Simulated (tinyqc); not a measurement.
Molecular dynamics of a small cluster by velocity Verlet steps: one step, computed by the program tinyqc. Command: `OMP_NUM_THREADS=1 python tinyqc.py 3026755 3026756 out.jsonl verlet walk`. One thread of a shared host (Intel(R) Xeon(R) Processor @ 2.30GHz), about 0.1 s of CPU time with the checks.

E = sum_(i<j) phi(r_ij), phi(r) = eps [exp(-2 alpha (r - r0)) - 2 exp(-alpha (r - r0))]; the force on i is -sum_j phi'(r_ij) (R_i - R_j)/r_ij.

Task: State at the start. Velocity Verlet: a = c F/M with c = 9.648533212e-3 angstrom/fs^2 per eV/(angstrom u); R(new) = R + v dt + a dt^2/2; v(new) = v + (a + a(new)) dt/2. Kinetic energy K = M v^2/(2c); temperature T = 2K/((3N - 3) k_B), rotation of the cluster included.

Inputs (values chosen for the exercise, for model atoms): length r0 = 2.35 angstrom; well depth eps = 0.39 eV; stiffness alpha = 2.09 1/angstrom; atomic mass M = 119 u; time step dt = 3.6 fs.

Potential: Morse. Thermostat: none.

starting positions (angstrom), rows atom 1, atom 2, atom 3, atom 4, atom 5, columns x, y, z:
```
[[-0.02, 0.03, 0.03],
 [2.29, -0.08, -0.03],
 [1.16, 2.04, 0.01],
 [1.16, 0.65, 1.9],
 [1.15, 0.7, -1.91]]
```

starting velocities (angstrom/fs), rows atom 1, atom 2, atom 3, atom 4, atom 5, columns x, y, z:
```
[[0.00111, -0.00026, -0.00171],
 [-0.00149, -0.0008, -0.00118],
 [-0.00061, 0.00119, 0.00068],
 [0.00099, -0.00086, 0.0013],
 [-1e-05, 0.00073, 0.00091]]
```

Constants: 1 eV/(angstrom u) = 9.648533212e-03 angstrom/fs^2; k_B = 8.617333262e-05 eV/K.

Give: forces; potential energy; kinetic energy; temperature.

Result:

forces (eV/angstrom), rows atom 1, atom 2, atom 3, atom 4, atom 5, columns x, y, z:
```
[[-0.2654, -0.0997, -0.2052],
 [0.0939, 0.1098, 0.0557],
 [0.1068, -0.0494, 0.0108],
 [0.1150, 0.0486, 0.1060],
 [-0.0503, -0.0093, 0.0327]]
```

potential energy = -3.532 eV

kinetic energy = 0.09557 eV

temperature = 184.8 K
